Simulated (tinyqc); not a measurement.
Band-to-band tunnelling across a p-n junction in a two-band chain: one step. Recursive Green function.

Sites alternate A at -Eg/2 and C at +Eg/2 with hopping -t; near the edges, with k counted from the zone boundary pi/a, E^2 = (Eg/2)^2 + (t a k)^2, so t = sqrt(c Eg/m)/a gives the mass m, c = hbar^2/2m0. In the gap cosh(q a) = 1 + (Eg^2/4 - e^2)/(2 t^2), e the energy from the local mid-gap. The potential is V0 = Eg + ov on the p side (left), 0 on the n side, and falls linearly over the 2N sites of the junction, V_j = V0 (1 - j/(2N + 1)), j = 1 to 2N, site 1 being A. E = Eg/2 + x ov. A half chain that ends on a site of level e1 with neighbour e2 has g = (1 + z)/(E - e1), z = exp(-/+ i k a) the root with Im g < 0, cos(k a) = (E - e1)(E - e2)/(2 t^2) - 1. S_L = t^2 g (ending on C, shifted by V0), S_R = t^2 g (starting on A). T = 4 Im(S_L) Im(S_R) |G_(1,2N)|^2.

Values chosen for the exercise (out of a larger set: gap and mass near those of InAs; not measured data): Eg = 0.342 eV (gap); N = 3 (periods in the small junction).

t = 1.473665 eV
V0 = 0.532000 eV
E = 0.305900 eV

S_L, S_R (eV): [-0.0275500-0.5482481i, 0.0674500-0.7808669i]

Task: g_1 = 1/(E - e_1 - S_L); g_j = 1/(E - e_j - t^2 g_(j-1)), with S_R also subtracted at the last site; G_1j = G_1(j-1) (-t) g_j, G_11 = g_1; e_j is the site level plus V_j. The self-energies stand in the order S_L, S_R.

Give: Sweep; T.

Result:

Sweep:
```
j  e_j (eV)       g_j (1/eV)      G_1j (1/eV)
1    0.2850   0.1599-1.8099i   0.1599-1.8099i
2    0.5510  -0.0375-0.2488i   0.6723-0.0414i
3    0.1330   0.7133-1.5152i  -0.6144+1.5447i
4    0.3990  -0.1214-0.2433i  -0.6638+0.0561i
5   -0.0190   0.9408-0.8446i   0.8504-0.9040i
6    0.2470  -0.1857-0.2367i   0.5481+0.0492i
```

T = 0.5186

Program tinyqc; command `OMP_NUM_THREADS=1 python tinyqc.py 1482406 1482407 out.jsonl`; about 0.01 s on one thread of a shared Intel(R) Xeon(R) Processor @ 2.30GHz.
